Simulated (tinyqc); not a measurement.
Potential-pH (Pourbaix) lines of a metal, its cation, its oxide and an oxyanion, with a complexing ligand. From corrosion potential E_corr back to limiting current density i_L. Computed by tinyqc, a small Python program. Command: `OMP_NUM_THREADS=1 python tinyqc.py 3019144 3019145 out.jsonl pourb inv`. One thread of a shared host (Intel(R) Xeon(R) Processor @ 2.30GHz), about 0.02 s of CPU time with the checks.

Potentials are against the standard hydrogen electrode; solids and water have unit activity; dG_f of M, H+ and the electron is zero; F = e N_A and s = R T ln(10)/F. The cation carries z = 2.

Inputs (values chosen for the exercise, modelled on iron):
```
quantity                                      value      unit
dG_f of the cation                           -77.54    kJ/mol
dG_f of the oxide                           -249.84    kJ/mol
dG_f of the oxyanion                        -321.02    kJ/mol
dG_f of water                               -237.14    kJ/mol
temperature T                                298.15         K
log10 of the dissolved activity a                -5         -
pH                                              1.5         -
potential E                                     0.6         V
log10 of the stability constant beta of ML       13         -
pKa of HL                                       8.8         -
total ligand c_L                              0.041     mol/L
molar volume V_m                               7.09  cm^3/mol
```

Species: M, M2+, MO, MO2(2-).

exchange current densities, metal and cathodic (A/cm^2): 1.7e-07  8.9e-12

Tafel slopes, anodic and cathodic (mV/decade): 45  95

Constants: R = 8.314462618 J/(mol K); e = 1.602176634e-19 C; N_A = 6.02214076e+23 1/mol.

Method:
- M2+ + 2e = M; MO + 2H+ + 2e = M + H2O; MO2(2-) + 4H+ + 2e = M + 2H2O. For each, E0 = -dG/(z F), and E = E0 + (s/z) log10 a - (s n_H/z) pH, with no activity term for the oxide.
- The metal is stable below the lowest of the three lines; above it, the species of the lowest line is stable. Water lines at 1 bar: hydrogen E = -s pH, oxygen E = -dG_f(water)/(2F) - s pH.
- The free ligand is c_L/(1 + 10^(pKa - pH)) (ligand in excess); dissolved metal is a in all, so the free cation is a/alpha, alpha = 1 + beta [L]; the cation line drops by (s/z) log10 alpha.
- Anodic i = i0a 10^((E - E_a)/b_a) with E_a the cation line with ligand; cathodic i = i0c 10^((E_c - E)/b_c) with E_c the oxygen line; supply caps the cathodic current, 1/i_c = 1/i(Tafel) + 1/i_L. E_corr makes the two currents equal. Without the cap it would be [b_c E_a + b_a E_c + b_a b_c log10(i0c/i0a)]/(b_a + b_c). Rate = i V_m/(z F). Films are left out.

Problem. A run gave the result below. Find the limiting current density i_L, known to lie between 0.0007 and 0.0016 A/cm^2.

corrosion potential E_corr = -0.5083894 V

Solution.

Each step takes the trial c = (a f_b - b f_a)/(f_b - f_a), f being the result less the target and a, b, c the logarithms of the listed values; c replaces end b, the old b replaces a if the sign of f changed, and otherwise f_a is halved.

Scan of the range:
```
limiting current density i_L (A/cm^2)  corrosion potential E_corr (V)
0.000700                                                    -0.514633
0.000803                                                    -0.511950
0.000922                                                    -0.509250
0.001060                                                    -0.506524
0.001210                                                    -0.503937
0.001390                                                    -0.501227
0.001600                                                    -0.498477
```

False position (Illinois rule, in the logarithm of the input) inside the bracket:
```
step     end a    end b        trial  corrosion potential E_corr (V)
1     9.22e-04  0.00106  9.63498e-04                       -0.508389
```

Corrosion potential E_corr rises at every point of a 13-point scan of the range (every second point is shown), so one value fits; it is bracketed by 9.22e-4 and 0.00106. Answer: limiting current density i_L = 9.635e-4 A/cm^2.

Caution: other oxidation states, hydroxides and hydrides are left out, and the lines say nothing of rates. Caution: E_corr lies below the hydrogen line, so hydrogen evolution, left out here, adds cathodic current.
